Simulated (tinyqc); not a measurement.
Worked calculation: global model of a low-pressure process discharge: electron temperature, density, ion flux and ion energy. Computed by tinyqc, a small Python program that keeps every step. Command: `OMP_NUM_THREADS=1 python tinyqc.py 3111908 3111909 out.jsonl plasma walk`. One thread of a shared host (Intel(R) Xeon(R) Processor @ 2.30GHz), about 0.01 s of CPU time with the checks. Intermediate numbers are printed to about 7 digits and carried at full precision; extremes and crossings named in words are read from the listed rows.

Maxwellian electrons with temperature T_e in eV, one positive ion, no negative ions, uniform bulk density n; rate constants have the Arrhenius form.

Inputs (values chosen for the exercise, of the order of those of an inductive discharge in a simple atomic gas):
```
quantity                     value   unit
ion mass M                      40      u
ionisation prefactor K0    6.9e-14  m^3/s
ionisation energy E_iz        14.6     eV
ion-neutral cross section  1.1e-18    m^2
pressure p                      11     Pa
gas temperature T_g            500      K
radius R                        14     cm
height L                       5.2     cm
mixing                         0.4      -
```

Constants: k_B = 1.380649e-23 J/K; e = 1.602176634e-19 C; u = 1.6605390666e-27 kg.

## Geometry factors

n_g = p/(k_B T_g); lambda_i = 1/(n_g sigma); h_L = 0.86/sqrt(3 + L/(2 lambda_i)), h_R = 0.8/sqrt(4 + R/lambda_i); A_eff = 2 pi R^2 h_L + 2 pi R L h_R; d_eff = pi R^2 L/A_eff.

gas density n_g = 1.593454e+21 1/m^3

ion mean free path = 0.05705161 cm

h_L = 0.1233963

h_R = 0.05065810

A_eff = 175.1349 cm^2

d_eff = 18.28255 cm

Caution: at so short an ion path the formulas for h_L and h_R give way to the ambipolar-diffusion limit.

## A fixed-point cycle for T_e

Particle balance: K0 exp(-E_iz/T_e) n_g d_eff = u_B, u_B = sqrt(e T_e/M). Cycle: T_out = T sqrt(loss/creation) with loss/creation = u_B/(K0 exp(-E_iz/T) n_g d_eff); T -> T + mixing (T_out - T), kept between 0.3 and 60 eV, from 3 eV; stop at |T_out - T| < 1e-9 eV or after 60 steps.

Course:
```
step    T (eV)  T_out (eV)  residual (eV)
0     3.000000    0.395524  -2.604476e+00
1     1.958209    0.846869  -1.111341e+00
2     1.513673    1.834435   3.207618e-01
3     1.641978    1.393184  -2.487943e-01
4     1.542460    1.716486   1.740262e-01
5     1.612071    1.478597  -1.334735e-01
6     1.558681    1.655501   9.681932e-02
...        ...         ...            ...
53    1.580169    1.580168  -1.144349e-07
54    1.580169    1.580169   8.558635e-08
55    1.580169    1.580169  -6.401038e-08
56    1.580169    1.580169   4.787363e-08
57    1.580169    1.580169  -3.580489e-08
58    1.580169    1.580169   2.677862e-08
59    1.580169    1.580169  -2.002784e-08
```

last residual = 2.002784e-08 eV

Not converged in 60 steps: the residual falls at every step, but slowly, by a factor of about 0.748 a step. The slope of T_out at the root is 5/4 - E_iz/(2 T_e), and the cycle needs |1 + mixing (slope - 1)| < 1.

Reruns converge with mixing = 0.3; or with mixing = 0.15.
